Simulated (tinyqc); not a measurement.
Armchair graphene nanoribbon in tight binding: one step. Transverse modes without edge correction.

An armchair ribbon of N dimer lines, width (N - 1) sqrt3 acc/2, period 3 acc, one pz orbital a site. In line n, A_n binds to B_n with -t exp(ik/3), times (1 + d) in the two edge lines, and to B_(n-1) and B_(n+1) with -t exp(-ik/6); k runs from -pi to pi. For d = 0 the modes across the ribbon are sin(n p pi/(N + 1)), p = 1 to N, with E = -/+ t sqrt(1 + 4 c^2 + 4 c cos(k/2)), c = cos(p pi/(N + 1)).

Inputs chosen for the exercise (out of a larger set: near those used for graphene; not measured data):
```
symbol  value  unit  meaning
t       2.6    eV    hopping
N       4            dimer lines
k       1.55         k times the period 3 acc
```

Problem. For each p give c, |E| at k = 0, t |1 + 2c|, and |E| at the given k.

Give: Modes.

Solution.

Modes:
```
p        c  |E| at k = 0 (eV)  |E| at k (eV)
1   0.8090             6.8069         6.3314
2   0.3090             4.2069         3.9130
3  -0.3090             0.9931         1.8364
4  -0.8090             1.6069         2.9714
```

N = 4 = 3 x 1 + 1. No mode has c = -1/2; the nearest, p = 3, leaves a gap of 1.9862 eV.

Run: tinyqc, `OMP_NUM_THREADS=1 python tinyqc.py 1450358 1450359 out.jsonl`; Intel(R) Xeon(R) Processor @ 2.30GHz, one thread, shared host; about 0.05 s of CPU time with all checks.
